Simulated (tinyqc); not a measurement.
# Delay unit and parasitic delay from two ring oscillators

Inverse problem. A ring of 31 inverters oscillates at 1/(2 x 31 d), with stage delay d = tau (h + p) for fan-out h. Find tau, p and the delay at fan-out 4.

frequencies of 31-stage ring oscillators with fan-out 1 and 4 (GHz): [1.0551230, 0.50173681]

Solution. d is a straight line in h with slope tau and intercept tau p.

tau = 5.620 ps
p = 1.720
delay at fan-out 4 = 32.15 ps

Computed by the program tinyqc: `OMP_NUM_THREADS=1 python tinyqc.py 2082093 2082094 out.jsonl`, one thread of a shared Intel Xeon 2.30GHz, about 0.01 s for the whole run.
